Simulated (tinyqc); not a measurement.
Disorder broadening of a semi-elliptic band in the self-consistent Born approximation: one step of the calculation.

The local Green function is G = g0(z - Sigma) with z = E + i eta and g0(z) = (z - sqrt(z - 2t) sqrt(z + 2t))/(2 t^2), principal roots; the self-energy is Sigma = D G. The density of states is -Im G/pi.

Task. Density of states and lifetime. G = Sigma/D, density of states -Im G/pi, lifetime hbar/(2 |Im Sigma|); without disorder the density of states is -Im g0(z)/pi. Closed form: G = (z - sqrt(z^2 - 4 (t^2 + D)))/(2 (t^2 + D)) with the root that gives Im G < 0; for eta -> 0 a semi-ellipse of half-width 2 sqrt(t^2 + D).

Inputs (values chosen for the exercise): hopping t = 1 eV; variance of the random site energy D = 0.93 eV^2; bare broadening eta = 0.03 eV; energy from the band centre E = -1.771 eV.

Constants: q = 1.602176634e-19 C, hbar = 1.054571817e-34 J s. Results are converted to the units shown.

converged Sigma = -0.42071362-0.50867597i eV

Wanted: density of states; lifetime; density of states without disorder.

Result.

density of states = 0.17410 1/eV
lifetime = 0.64699 fs
density of states without disorder = 0.14348 1/eV

Disorder makes the density of states at this energy 21 % above the clean value.

Range of the model: The self-consistent Born approximation misses band tails from rare fluctuations and localisation.

Numbers from tinyqc (`OMP_NUM_THREADS=1 python tinyqc.py 2720126 2720127 out.jsonl`; about 0.01 s on one thread of a shared Intel Xeon 2.30GHz).
